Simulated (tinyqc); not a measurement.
# MOSFET with velocity saturation and source resistance: effects of single changes

Strong inversion, charge Q = Cox (Vg - m V) at channel potential V with Vg the gate overdrive, and drift velocity v = mu E/(1 + mu E/vsat). Integrating along the channel gives I = mu Cox (1/L)(Vg Vd - m Vd^2/2)/(1 + Vd/Vc) per width, Vc = vsat L/mu, which peaks at Vdsat. Units: I in uA/um, Rs in ohm um, so the drop over Rs is 1e-6 I Rs volts.

Parameters, values chosen for the exercise:

| symbol | value | unit | meaning |
|---|---|---|---|
| Cox | 0.81 | uF/cm^2 | gate capacitance |
| mu0 | 280 | cm^2/(V s) | mobility at low gate voltage |
| th | 0.1 | 1/V | mobility degradation |
| vsat | 6.7e6 | cm/s | saturation velocity |
| m | 1.4 |  | body factor |
| VT | 0.64 | V | threshold |
| L | 0.13 | um | channel length |
| Rs | 0 | ohm um | source resistance |
| Vgs | 1 | V | gate voltage |

Each table varies one quantity; the others keep the values above.

## Effect of the channel length

Vg = Vgs - I Rs - VT (0 if negative), mu = mu0/(1 + th Vg), Vc = vsat L/mu, x = sqrt(1 + 2 Vg/(m Vc)), Vdsat = 2 Vg/(m (1 + x)), Isat = Cox vsat Vg (x - 1)/(x + 1) per width. I = Isat is solved self-consistently; gm = dI/dVgs; Vdsat is the intrinsic value. The velocity at the source is I/(Cox Vg).

Results:
```
L (um)   Vc (V)  Vdsat (V)  Isat (uA/um)  gm (uS/um)  velocity at the source/vsat
0.03    0.07437     0.1349         92.91       346.6                       0.4755
0.057    0.1413     0.1631         71.48       287.5                       0.3659
0.11     0.2727     0.1906         50.59       220.4                       0.2589
0.39     0.9668     0.2298         20.75       102.6                       0.1062
0.73      1.810     0.2411         12.20       62.76                      0.06245
1.4       3.471     0.2483         6.746       35.62                      0.03453
2.6       6.445     0.2522         3.749       20.09                      0.01919
5         12.39     0.2545         1.986       10.73                      0.01016
```

Estimate the missing row, L = 0.2 um.

Computed row:
```
L (um)  Vc (V)  Vdsat (V)  Isat (uA/um)  gm (uS/um)  velocity at the source/vsat
0.2     0.4958     0.2119         34.40       160.2                       0.1761
```

With this row back in the table: As L goes from 0.03 to 5 um, Isat falls from 92.9 to 1.99 uA/um, Vdsat rises from 0.135 to 0.255 V and gm falls from 347 to 10.7 uS/um; the velocity at the source goes from 0.48 to 0.010 of vsat. Isat goes as L^(-0.41) between the first two rows and as L^(-0.97) between the last two. For L = 0.03 to 0.057 um the channel is so short that velocity overshoot and near-ballistic transport, left out here, matter.

## Effect of the gate voltage

Same model as above.

Effect of the gate voltage:
```
Vgs (V)  Vc (V)  Vdsat (V)  Isat (uA/um)  gm (uS/um)  velocity at the source/vsat
0.79     0.3157    0.09334         10.48       123.0                       0.1288
1.05     0.3238     0.2189         56.20       215.7                       0.2526
1.32     0.3322     0.3259         121.4       263.0                       0.3291
1.58     0.3403     0.4165         193.7       290.7                       0.3796
1.85     0.3487     0.5024         275.0       310.3                       0.4187
2.11     0.3568     0.5795         357.5       324.0                       0.4481
2.38     0.3652     0.6552         446.5       334.9                       0.4729
2.64     0.3733     0.7248         534.7       343.1                       0.4926
```

As Vgs goes from 0.79 to 2.64 V, Isat rises from 10.5 to 535 uA/um, Vdsat rises from 0.0933 to 0.725 V and gm rises from 123 to 343 uS/um; the velocity at the source goes from 0.13 to 0.49 of vsat. Against the overdrive Vgs - VT the current goes with exponent 1.67 at the start and 1.29 at the end (2 for the square law). With vsat made a thousand times larger the last exponent would be 1.84, which is what th and Rs alone leave.

## Effect of the mobility at low gate voltage

Same model as above.

Results:
```
mu0 (cm^2/(V s))   Vc (V)  Vdsat (V)  Isat (uA/um)  gm (uS/um)  velocity at the source/vsat
50                  1.805     0.2410         12.23       62.90                      0.06260
130                0.6941     0.2217         26.91       129.4                       0.1377
210                0.4297     0.2072         37.95       174.1                       0.1943
350                0.2578     0.1883         52.27       226.2                       0.2675
570                0.1583     0.1680         67.73       276.2                       0.3467
920               0.09808     0.1470         83.69       322.3                       0.4284
1500              0.06016     0.1257         99.84       364.0                       0.5110
```

Estimate the missing row, mu0 = 81 cm^2/(V s).

Computed row:
```
mu0 (cm^2/(V s))  Vc (V)  Vdsat (V)  Isat (uA/um)  gm (uS/um)  velocity at the source/vsat
81                 1.114     0.2328         18.48       92.34                      0.09461
```

With this row back in the table: As mu0 goes from 50 to 1500 cm^2/(V s), Isat rises from 12.2 to 99.8 uA/um, Vdsat falls from 0.241 to 0.126 V and gm rises from 62.9 to 364 uS/um; the velocity at the source goes from 0.063 to 0.51 of vsat. Isat goes as mu0^(0.86) between the first two rows and as mu0^(0.36) between the last two.

Numbers from tinyqc (`OMP_NUM_THREADS=1 python tinyqc.py 2500140 2500141 out.jsonl`; about 0.01 s on one thread of a shared Intel Xeon 2.30GHz).
